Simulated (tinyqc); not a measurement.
Inside a calculation. Method: plane-wave Kohn-Sham cycle with exchange-only LDA in a layered model solid. Computed by tinyqc, a small Python program that keeps every step. Settings: points = 16, plane-wave index or count = 2, electrons = 4, k points = 4, area = 20.0, mixing = 0.3, iteration cap = 73. Command: `OMP_NUM_THREADS=1 python tinyqc.py 24191 24192 out.jsonl` (the two numbers bound the seeds that draw the settings). One thread of a shared host (Intel(R) Xeon(R) Processor @ 2.60GHz), about 0.03 s of CPU time with the checks. Later iterations appear only in the table of the cycle.

## Iteration 1: potential

A solid whose potential varies along x alone (atomic units):

| parameter | value |
|---|---|
| period a | 16.600000 |
| cross-section of the cell | 20.000000 |
| electrons per cell | 4 |
| grid points | 16 |
| plane waves -n..n, n | 2 |
| k points | 4 |
| V1 in V1 cos(2 pi x/a) | -0.770000 |
| V2 in V2 cos(4 pi x/a) | -0.220000 |

density at the start, on the grid x_j = j a/N (e/bohr^3): 0.01204819  0.01204819  0.01204819  0.01204819  0.01204819  0.01204819  0.01204819  0.01204819  0.01204819  0.01204819  0.01204819  0.01204819  0.01204819  0.01204819  0.01204819  0.01204819

V_H(G) = 4 pi rho(G)/G^2 for G != 0 (uniform background); v_x = -(3 rho/pi)^(1/3); V = V_ext + V_H + v_x; Fourier components f(G_m) = (1/N) sum_j f(x_j) exp(-i G_m x_j).

Potentials on the grid (hartree):

| x | V_ext | V_H | v_x | V |
|---|---|---|---|---|
| 0.000000 | -0.990000 | 0.000000 | -0.225752 | -1.215752 |
| 1.037500 | -0.866951 | 0.000000 | -0.225752 | -1.092702 |
| 2.075000 | -0.544472 | 0.000000 | -0.225752 | -0.770224 |
| 3.112500 | -0.139103 | 0.000000 | -0.225752 | -0.364854 |
| 4.150000 | 0.220000 | 0.000000 | -0.225752 | -0.005752 |
| 5.187500 | 0.450230 | 0.000000 | -0.225752 | 0.224478 |
| 6.225000 | 0.544472 | 0.000000 | -0.225752 | 0.318720 |
| 7.262500 | 0.555824 | 0.000000 | -0.225752 | 0.330072 |
| 8.300000 | 0.550000 | 0.000000 | -0.225752 | 0.324248 |
| 9.337500 | 0.555824 | 0.000000 | -0.225752 | 0.330072 |
| 10.375000 | 0.544472 | 0.000000 | -0.225752 | 0.318720 |
| 11.412500 | 0.450230 | 0.000000 | -0.225752 | 0.224478 |
| 12.450000 | 0.220000 | 0.000000 | -0.225752 | -0.005752 |
| 13.487500 | -0.139103 | 0.000000 | -0.225752 | -0.364854 |
| 14.525000 | -0.544472 | 0.000000 | -0.225752 | -0.770224 |
| 15.562500 | -0.866951 | 0.000000 | -0.225752 | -1.092702 |

V(G_m), m = 0, 1, 2, ... (hartree): -0.225752  -0.385000  -0.110000  0.000000  0.000000

## Iteration 1: Hamiltonian at one k

k = 0.125000 2 pi / a

H(m,m') = (k + G_m)^2/2 delta + V(G_m - G_m'), with V(-G) = V(G).

H (hartree):
```
           -2         -1         +0         +1         +2
-2   0.026083  -0.385000  -0.110000   0.000000   0.000000
-1  -0.385000  -0.170908  -0.385000  -0.110000   0.000000
+0  -0.110000  -0.385000  -0.224632  -0.385000  -0.110000
+1   0.000000  -0.110000  -0.385000  -0.135091  -0.385000
+2   0.000000   0.000000  -0.110000  -0.385000   0.097716
```

## Iteration 1: levels at that k

Diagonalise the Hermitian matrix.

eigenvalues (hartree): -0.940176  -0.379363  0.104418  0.380352  0.427937

## Iteration 1: new density

Motion across x is left out: the lowest 2 band(s) hold two electrons at each of the k points (j + 1/2)/nk - 1/2. Residual R = rho(out) - rho(in); rho(new) = rho(in) + 0.3 R. rho(out) = 2/(a A nk) sum |psi|^2 with psi = sum c exp(i G x). Harris energy E = band energy - dV sum rho (V_H/2 + v_x) + (3/4) dV sum rho v_x with rho(in), dV = a A/N, band energy = (2/nk) sum of the filled levels.

rho(out) (e/bohr^3): 0.02703678  0.02838166  0.02740754  0.01859065  0.00693216  0.00080553  0.00027382  0.00041493  0.00012173  0.00041493  0.00027382  0.00080553  0.00693216  0.01859065  0.02740754  0.02838166

density after iteration 1 (e/bohr^3): 0.01654477  0.01694823  0.01665600  0.01401093  0.01051338  0.00867539  0.00851588  0.00855821  0.00847025  0.00855821  0.00851588  0.00867539  0.01051338  0.01401093  0.01665600  0.01694823

energy per cell = -2.40213133 hartree

## Iteration 2: potential

As before.

Potentials on the grid (hartree):

| x | V_ext | V_H | v_x | V |
|---|---|---|---|---|
| 0.000000 | -0.990000 | 0.440038 | -0.250925 | -0.800887 |
| 1.037500 | -0.866951 | 0.409059 | -0.252948 | -0.710840 |
| 2.075000 | -0.544472 | 0.312570 | -0.251486 | -0.483388 |
| 3.112500 | -0.139103 | 0.156639 | -0.237399 | -0.219863 |
| 4.150000 | 0.220000 | -0.024812 | -0.215727 | -0.020539 |
| 5.187500 | 0.450230 | -0.187559 | -0.202342 | 0.060328 |
| 6.225000 | 0.544472 | -0.306675 | -0.201095 | 0.036703 |
| 7.262500 | 0.555824 | -0.378139 | -0.201427 | -0.023742 |
| 8.300000 | 0.550000 | -0.402206 | -0.200735 | -0.052941 |
| 9.337500 | 0.555824 | -0.378139 | -0.201427 | -0.023742 |
| 10.375000 | 0.544472 | -0.306675 | -0.201095 | 0.036703 |
| 11.412500 | 0.450230 | -0.187559 | -0.202342 | 0.060328 |
| 12.450000 | 0.220000 | -0.024812 | -0.215727 | -0.020539 |
| 13.487500 | -0.139103 | 0.156639 | -0.237399 | -0.219863 |
| 14.525000 | -0.544472 | 0.312570 | -0.251486 | -0.483388 |
| 15.562500 | -0.866951 | 0.409059 | -0.252948 | -0.710840 |

V(G_m), m = 0, 1, 2, ... (hartree): -0.223532  -0.185469  -0.101624  -0.001286  -0.000096

## Iteration 2: Hamiltonian at one k

k = 0.125000 2 pi / a

As before.

H (hartree):
```
           -2         -1         +0         +1         +2
-2   0.028303  -0.185469  -0.101624  -0.001286  -0.000096
-1  -0.185469  -0.168688  -0.185469  -0.101624  -0.001286
+0  -0.101624  -0.185469  -0.222413  -0.185469  -0.101624
+1  -0.001286  -0.101624  -0.185469  -0.132871  -0.185469
+2  -0.000096  -0.001286  -0.101624  -0.185469   0.099936
```

## Iteration 2: levels at that k

As before.

eigenvalues (hartree): -0.585700  -0.185799  0.022202  0.138275  0.215289

## Iteration 2: new density

As before.

rho(out) (e/bohr^3): 0.02640696  0.02757220  0.02673774  0.01890690  0.00801629  0.00147877  0.00017472  0.00023490  0.00012109  0.00023490  0.00017472  0.00147877  0.00801629  0.01890690  0.02673774  0.02757220

density after iteration 2 (e/bohr^3): 0.01950343  0.02013542  0.01968052  0.01547972  0.00976425  0.00651641  0.00601353  0.00606122  0.00596551  0.00606122  0.00601353  0.00651641  0.00976425  0.01547972  0.01968052  0.02013542

energy per cell = -1.48283725 hartree

## Convergence

Stop when sqrt(dV sum R^2) is below 1e-8, dV = a A/N.

Course of the cycle:

| iteration | E (hartree) | norm of the residual |
|---|---|---|
| 1 | -2.40213133 | 2.19e-01 |
| 2 | -1.48283725 | 1.47e-01 |
| 3 | -1.29917899 | 1.63e-01 |
| 4 | -1.34194180 | 1.29e-01 |
| 5 | -1.31345608 | 1.44e-01 |
| 6 | -1.31255774 | 1.28e-01 |
| 7 | -1.31444743 | 1.37e-01 |
| 8 | -1.30907650 | 1.30e-01 |
| 9 | -1.31256108 | 1.33e-01 |
| 10 | -1.30947976 | 1.31e-01 |
| 11 | -1.31133620 | 1.32e-01 |
| ... | ... | ... |
| 63 | -1.31044183 | 1.31e-01 |
| 64 | -1.31027778 | 1.31e-01 |
| 65 | -1.31044183 | 1.31e-01 |
| 66 | -1.31027778 | 1.31e-01 |
| 67 | -1.31044183 | 1.31e-01 |
| 68 | -1.31027778 | 1.31e-01 |
| 69 | -1.31044183 | 1.31e-01 |
| 70 | -1.31027778 | 1.31e-01 |
| 71 | -1.31044183 | 1.31e-01 |
| 72 | -1.31027778 | 1.31e-01 |
| 73 | -1.31044183 | 1.31e-01 |

Not converged within 73 iterations: the residual has stopped falling: the iteration swings between two states. Reruns (cap 100 unless said): mixing 0.1: not converged; mixing 0.5, Kerker q0 1.0: converged in 75 (E = -1.19602); mixing 0.3, Pulay depth 5: not converged; the original settings with a cap of 400: not converged.
